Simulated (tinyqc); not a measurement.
ROHF in the 6-31g basis, for H4+, spin multiplicity 2, step by step (part 3 of 3). Computed by tinyqc, a small Python program that keeps every step (integrals from PySCF). Command: `OMP_NUM_THREADS=1 python tinyqc.py 31724 31725 out.jsonl` (the two numbers bound the seeds that draw the settings). One thread of a shared host (Intel(R) Xeon(R) Processor @ 2.60GHz), about 0.06 s of CPU time with the checks.

Geometry (angstrom):
```
atom        x        y        z
H     0.00000  0.00000  0.00000
H     0.00000  0.00000  1.59100
H     0.00000  2.01600  0.00000
H     0.00000  2.01600  1.59100
```

## Iteration 2: diagonalisation and new density

effective F (hartree):
```
          1H 1s     1H 2s     2H 1s     2H 2s     3H 1s     3H 2s     4H 1s     4H 2s
1H 1s  -0.13331  -0.51120  -0.17531  -0.29420  -0.03814  -0.14719  -0.01661  -0.08428
1H 2s  -0.51120  -0.48137  -0.29420  -0.38307  -0.14719  -0.24792  -0.08428  -0.18662
2H 1s  -0.17531  -0.29420  -0.13331  -0.51120  -0.01661  -0.08428  -0.03814  -0.14719
2H 2s  -0.29420  -0.38307  -0.51120  -0.48137  -0.08428  -0.18662  -0.14719  -0.24792
3H 1s  -0.03814  -0.14719  -0.01661  -0.08428  -0.13331  -0.51120  -0.17531  -0.29420
3H 2s  -0.14719  -0.24792  -0.08428  -0.18662  -0.51120  -0.48137  -0.29420  -0.38307
4H 1s  -0.01661  -0.08428  -0.03814  -0.14719  -0.17531  -0.29420  -0.13331  -0.51120
4H 2s  -0.08428  -0.18662  -0.14719  -0.24792  -0.29420  -0.38307  -0.51120  -0.48137
```

X:
```
              1         2         3         4         5         6         7        8
1H 1s  -0.54422  -0.57506  -0.64727   0.65669   0.41879   0.34007   0.26751  0.16864
1H 2s   1.10389   0.75455   0.65158  -0.42310   0.20646   0.25918   0.26574  0.26175
2H 1s   0.54422   0.57506  -0.64727   0.65669  -0.41879  -0.34007   0.26751  0.16864
2H 2s  -1.10389  -0.75455   0.65158  -0.42310  -0.20646  -0.25918   0.26574  0.26175
3H 1s   0.54422  -0.57506   0.64727   0.65669  -0.41879   0.34007  -0.26751  0.16864
3H 2s  -1.10389   0.75455  -0.65158  -0.42310  -0.20646   0.25918  -0.26574  0.26175
4H 1s  -0.54422   0.57506   0.64727   0.65669   0.41879  -0.34007  -0.26751  0.16864
4H 2s   1.10389  -0.75455  -0.65158  -0.42310   0.20646  -0.25918  -0.26574  0.26175
```

Diagonalise F' = X^T F X, C = X C', fill 2 alpha and 1 beta electrons from the bottom; D(s) = C_occ C_occ^T. Each column has its largest component positive (the first on a tie).

F' = X^T F X (hartree):
```
          1         2         3         4         5         6         7         8
1   0.63548   0.00000   0.00000   0.00000  -0.30733   0.00000   0.00000   0.00000
2   0.00000   0.63530   0.00000   0.00000   0.00000  -0.26128   0.00000   0.00000
3   0.00000   0.00000   0.78090   0.00000   0.00000   0.00000  -0.12721   0.00000
4   0.00000   0.00000   0.00000   0.74779   0.00000   0.00000   0.00000  -0.00249
5  -0.30733   0.00000   0.00000   0.00000  -0.06833   0.00000   0.00000   0.00000
6   0.00000  -0.26128   0.00000   0.00000   0.00000  -0.23079   0.00000   0.00000
7   0.00000   0.00000  -0.12721   0.00000   0.00000   0.00000  -0.52051   0.00000
8   0.00000   0.00000   0.00000  -0.00249   0.00000   0.00000   0.00000  -0.76347
```

orbital energies (hartree): MO1 -0.76348, MO2 -0.53282, MO3 -0.30350, MO4 -0.18364, MO5 0.70802, MO6 0.74780, MO7 0.75079, MO8 0.79322

coefficients C:
```
           MO1       MO2       MO3       MO4       MO5       MO6       MO7       MO8
1H 1s  0.16973   0.20388   0.17343   0.20092  -0.64519   0.65641  -0.65665   0.67003
1H 2s  0.26105   0.32730   0.45200   0.58108   0.65743  -0.42353   0.96101  -0.62294
2H 1s  0.16973   0.20388  -0.17343  -0.20092   0.64519   0.65641   0.65665   0.67003
2H 2s  0.26105   0.32730  -0.45200  -0.58108  -0.65743  -0.42353  -0.96101  -0.62294
3H 1s  0.16973  -0.20388   0.17343  -0.20092  -0.64519   0.65641   0.65665  -0.67003
3H 2s  0.26105  -0.32730   0.45200  -0.58108   0.65743  -0.42353  -0.96101   0.62294
4H 1s  0.16973  -0.20388  -0.17343   0.20092   0.64519   0.65641  -0.65665  -0.67003
4H 2s  0.26105  -0.32730  -0.45200   0.58108  -0.65743  -0.42353   0.96101   0.62294
```

D(alpha) after iteration 2:
```
          1H 1s     1H 2s     2H 1s     2H 2s     3H 1s     3H 2s     4H 1s     4H 2s
1H 1s   0.07038   0.11104   0.07038   0.11104  -0.01276  -0.02242  -0.01276  -0.02242
1H 2s   0.11104   0.17527   0.11104   0.17527  -0.02242  -0.03898  -0.02242  -0.03898
2H 1s   0.07038   0.11104   0.07038   0.11104  -0.01276  -0.02242  -0.01276  -0.02242
2H 2s   0.11104   0.17527   0.11104   0.17527  -0.02242  -0.03898  -0.02242  -0.03898
3H 1s  -0.01276  -0.02242  -0.01276  -0.02242   0.07038   0.11104   0.07038   0.11104
3H 2s  -0.02242  -0.03898  -0.02242  -0.03898   0.11104   0.17527   0.11104   0.17527
4H 1s  -0.01276  -0.02242  -0.01276  -0.02242   0.07038   0.11104   0.07038   0.11104
4H 2s  -0.02242  -0.03898  -0.02242  -0.03898   0.11104   0.17527   0.11104   0.17527
```

D(beta) after iteration 2:
```
         1H 1s    1H 2s    2H 1s    2H 2s    3H 1s    3H 2s    4H 1s    4H 2s
1H 1s  0.02881  0.04431  0.02881  0.04431  0.02881  0.04431  0.02881  0.04431
1H 2s  0.04431  0.06815  0.04431  0.06815  0.04431  0.06815  0.04431  0.06815
2H 1s  0.02881  0.04431  0.02881  0.04431  0.02881  0.04431  0.02881  0.04431
2H 2s  0.04431  0.06815  0.04431  0.06815  0.04431  0.06815  0.04431  0.06815
3H 1s  0.02881  0.04431  0.02881  0.04431  0.02881  0.04431  0.02881  0.04431
3H 2s  0.04431  0.06815  0.04431  0.06815  0.04431  0.06815  0.04431  0.06815
4H 1s  0.02881  0.04431  0.02881  0.04431  0.02881  0.04431  0.02881  0.04431
4H 2s  0.04431  0.06815  0.04431  0.06815  0.04431  0.06815  0.04431  0.06815
```

## Iteration 6 (converged): orbitals

converged F (hartree):
```
          1H 1s     1H 2s     2H 1s     2H 2s     3H 1s     3H 2s     4H 1s     4H 2s
1H 1s  -0.13298  -0.51074  -0.17517  -0.29386  -0.03731  -0.14698  -0.01597  -0.08415
1H 2s  -0.51074  -0.48116  -0.29386  -0.38294  -0.14698  -0.24854  -0.08415  -0.18727
2H 1s  -0.17517  -0.29386  -0.13298  -0.51074  -0.01597  -0.08415  -0.03731  -0.14698
2H 2s  -0.29386  -0.38294  -0.51074  -0.48116  -0.08415  -0.18727  -0.14698  -0.24854
3H 1s  -0.03731  -0.14698  -0.01597  -0.08415  -0.13298  -0.51074  -0.17517  -0.29386
3H 2s  -0.14698  -0.24854  -0.08415  -0.18727  -0.51074  -0.48116  -0.29386  -0.38294
4H 1s  -0.01597  -0.08415  -0.03731  -0.14698  -0.17517  -0.29386  -0.13298  -0.51074
4H 2s  -0.08415  -0.18727  -0.14698  -0.24854  -0.29386  -0.38294  -0.51074  -0.48116
```

As before.

F' = X^T F X (hartree):
```
          1         2         3         4         5         6         7         8
1   0.63554   0.00000   0.00000   0.00000  -0.30724   0.00000   0.00000   0.00000
2   0.00000   0.63533   0.00000   0.00000   0.00000  -0.26139   0.00000   0.00000
3   0.00000   0.00000   0.78038   0.00000   0.00000   0.00000  -0.12538   0.00000
4   0.00000   0.00000   0.00000   0.74793   0.00000   0.00000   0.00000  -0.00077
5  -0.30724   0.00000   0.00000   0.00000  -0.06829   0.00000   0.00000   0.00000
6   0.00000  -0.26139   0.00000   0.00000   0.00000  -0.23044   0.00000   0.00000
7   0.00000   0.00000  -0.12538   0.00000   0.00000   0.00000  -0.52006   0.00000
8   0.00000   0.00000   0.00000  -0.00077   0.00000   0.00000   0.00000  -0.76310
```

orbital energies (hartree): MO1 -0.76310, MO2 -0.53204, MO3 -0.30324, MO4 -0.18354, MO5 0.70813, MO6 0.74793, MO7 0.75078, MO8 0.79236

coefficients C:
```
           MO1       MO2       MO3       MO4       MO5       MO6       MO7       MO8
1H 1s  0.16898   0.20474   0.17332   0.20097  -0.64522   0.65660  -0.65664   0.66977
1H 2s  0.26153   0.32650   0.45211   0.58101   0.65735  -0.42324   0.96106  -0.62335
2H 1s  0.16898   0.20474  -0.17332  -0.20097   0.64522   0.65660   0.65664   0.66977
2H 2s  0.26153   0.32650  -0.45211  -0.58101  -0.65735  -0.42324  -0.96106  -0.62335
3H 1s  0.16898  -0.20474   0.17332  -0.20097  -0.64522   0.65660   0.65664  -0.66977
3H 2s  0.26153  -0.32650   0.45211  -0.58101   0.65735  -0.42324  -0.96106   0.62335
4H 1s  0.16898  -0.20474  -0.17332   0.20097   0.64522   0.65660  -0.65664  -0.66977
4H 2s  0.26153  -0.32650  -0.45211   0.58101  -0.65735  -0.42324   0.96106   0.62335
```

D(alpha) after iteration 6:
```
          1H 1s     1H 2s     2H 1s     2H 2s     3H 1s     3H 2s     4H 1s     4H 2s
1H 1s   0.07047   0.11104   0.07047   0.11104  -0.01337  -0.02266  -0.01337  -0.02266
1H 2s   0.11104   0.17500   0.11104   0.17500  -0.02266  -0.03820  -0.02266  -0.03820
2H 1s   0.07047   0.11104   0.07047   0.11104  -0.01337  -0.02266  -0.01337  -0.02266
2H 2s   0.11104   0.17500   0.11104   0.17500  -0.02266  -0.03820  -0.02266  -0.03820
3H 1s  -0.01337  -0.02266  -0.01337  -0.02266   0.07047   0.11104   0.07047   0.11104
3H 2s  -0.02266  -0.03820  -0.02266  -0.03820   0.11104   0.17500   0.11104   0.17500
4H 1s  -0.01337  -0.02266  -0.01337  -0.02266   0.07047   0.11104   0.07047   0.11104
4H 2s  -0.02266  -0.03820  -0.02266  -0.03820   0.11104   0.17500   0.11104   0.17500
```

D(beta) after iteration 6:
```
         1H 1s    1H 2s    2H 1s    2H 2s    3H 1s    3H 2s    4H 1s    4H 2s
1H 1s  0.02855  0.04419  0.02855  0.04419  0.02855  0.04419  0.02855  0.04419
1H 2s  0.04419  0.06840  0.04419  0.06840  0.04419  0.06840  0.04419  0.06840
2H 1s  0.02855  0.04419  0.02855  0.04419  0.02855  0.04419  0.02855  0.04419
2H 2s  0.04419  0.06840  0.04419  0.06840  0.04419  0.06840  0.04419  0.06840
3H 1s  0.02855  0.04419  0.02855  0.04419  0.02855  0.04419  0.02855  0.04419
3H 2s  0.04419  0.06840  0.04419  0.06840  0.04419  0.06840  0.04419  0.06840
4H 1s  0.02855  0.04419  0.02855  0.04419  0.02855  0.04419  0.02855  0.04419
4H 2s  0.04419  0.06840  0.04419  0.06840  0.04419  0.06840  0.04419  0.06840
```

## Convergence

Stop when the energy changes by less than 1e-08 hartree and every element of the error matrix X^T (F D S - S D F) X is below 3e-05.

Course of the cycle:
```
iteration  E (hartree)     change  largest element of the error matrix
1           -1.0825056          -                             1.07e-01
2           -1.5754323  -4.93e-01                             1.92e-02
3           -1.5757738  -3.41e-04                             2.92e-03
4           -1.5757790  -5.21e-06                             4.53e-04
5           -1.5757791  -9.61e-08                             7.12e-05
6           -1.5757791  -2.08e-09                             1.13e-05
```

PySCF ROHF in the same basis = -1.5757791 hartree

Converged in 6 iterations.

## Populations, bond orders and dipole

overlap S:
```
         1H 1s    1H 2s    2H 1s    2H 2s    3H 1s    3H 2s    4H 1s    4H 2s
1H 1s  1.00000  0.65829  0.03906  0.20094  0.00650  0.09814  0.00035  0.03014
1H 2s  0.65829  1.00000  0.20094  0.48243  0.09814  0.31025  0.03014  0.14967
2H 1s  0.03906  0.20094  1.00000  0.65829  0.00035  0.03014  0.00650  0.09814
2H 2s  0.20094  0.48243  0.65829  1.00000  0.03014  0.14967  0.09814  0.31025
3H 1s  0.00650  0.09814  0.00035  0.03014  1.00000  0.65829  0.03906  0.20094
3H 2s  0.09814  0.31025  0.03014  0.14967  0.65829  1.00000  0.20094  0.48243
4H 1s  0.00035  0.03014  0.00650  0.09814  0.03906  0.20094  1.00000  0.65829
4H 2s  0.03014  0.14967  0.09814  0.31025  0.20094  0.48243  0.65829  1.00000
```

Mulliken: Z minus the diagonal of D S on the atom; Loewdin: the same with S^(1/2) D S^(1/2); Mayer order: 2 sum_s sum (D(s) S)_ij (D(s) S)_ji over the two atoms.

Charges (e):
```
atom  Mulliken  Loewdin  Mulliken spin
1H     0.25000  0.25000        0.25000
2H     0.25000  0.25000        0.25000
3H     0.25000  0.25000        0.25000
4H     0.25000  0.25000        0.25000
```

Mayer bond orders:
```
pair    order
2-1   0.62561
3-1   0.12439
3-2   0.12439
4-1   0.12439
4-2   0.12439
4-3   0.62561
```

dipole moment about the origin, x y z (debye): 0.00000  4.84163  3.82095
